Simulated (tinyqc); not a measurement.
# Changing the reactive partial pressure P

Model: Berg model of reactive sputtering of a nitride or oxide: poisoning, hysteresis and pumping speed. Computed by tinyqc, a small Python program. Command: `OMP_NUM_THREADS=1 python tinyqc.py 3030241 3030242 out.jsonl berg sweep`. One thread of a shared host (Intel(R) Xeon(R) Processor @ 2.30GHz), about 0.03 s of CPU time with the checks.

A diatomic gas reacts with bare metal on the target and on the collecting surfaces; ions remove metal and compound from the target. theta_t and theta_c are the compound fractions.

Inputs (values chosen for the exercise, close to those used for tantalum nitride): ion current density J = 22 mA/cm^2; target area A_t = 220 cm^2; collecting area A_c = 4900 cm^2; metal yield Y_m = 0.48; compound yield Y_c = 0.21; sticking coefficient alpha = 0.38; reactive atoms per metal atom z = 1; gas mass M = 28 u; pumping speed S = 870 l/s; gas temperature T = 300 K.

Constants: e = 1.602176634e-19 C; u = 1.6605390666e-27 kg; k_B = 1.380649e-23 J/K.

Method. Ion flux j = J/e; gas flux F = P/sqrt(2 pi M k_B T). Target: (2/z) alpha F (1 - theta_t) = j Y_c theta_t. Sputtered flows F_c = j Y_c theta_t A_t, F_m = j Y_m (1 - theta_t) A_t. Collector: (2/z) alpha F (1 - theta_c) A_c + F_c (1 - theta_c) = F_m theta_c. Gas use Q = alpha F [(1 - theta_t) A_t + (1 - theta_c) A_c] + P S/(k_B T); 1 sccm = 4.4780e17 molecules/s. Rate R = F_m + F_c, given relative to j Y_m A_t.

One run for each value:
```
reactive partial pressure P (Pa)  total flow Q (sccm)  rate relative to clean metal  theta_t  theta_c
5.00e-04                                         4.76                       0.97947  0.03650  0.28557
1.10e-03                                         7.92                       0.95673  0.07693  0.47816
2.30e-03                                        11.08                       0.91652  0.14840  0.67430
5.00e-03                                        13.85                       0.84545  0.27475  0.84015
1.10e-02                                        16.47                       0.74430  0.45458  0.93848
2.30e-02                                        20.98                       0.64259  0.63539  0.97931
5.00e-02                                        32.39                       0.55497  0.79116  0.99443
1.10e-01                                        59.65                       0.49776  0.89287  0.99869
2.30e-01                                       115.46                       0.46803  0.94573  0.99968
5.00e-01                                       241.85                       0.45197  0.97428  0.99993
```

Describe and explain the trends.

Over the rows, total flow Q (sccm) rises from 4.76 to 242 (exponent d ln y / d ln x 0.65 between the first rows and 0.95 between the last); rate relative to clean metal falls from 0.979 to 0.452 (exponent d ln y / d ln x -0.030 between the first rows and -0.045 between the last); theta_t rises from 0.0365 to 0.974 (exponent d ln y / d ln x 0.95 between the first rows and 0.038 between the last). Q rises throughout these rows.
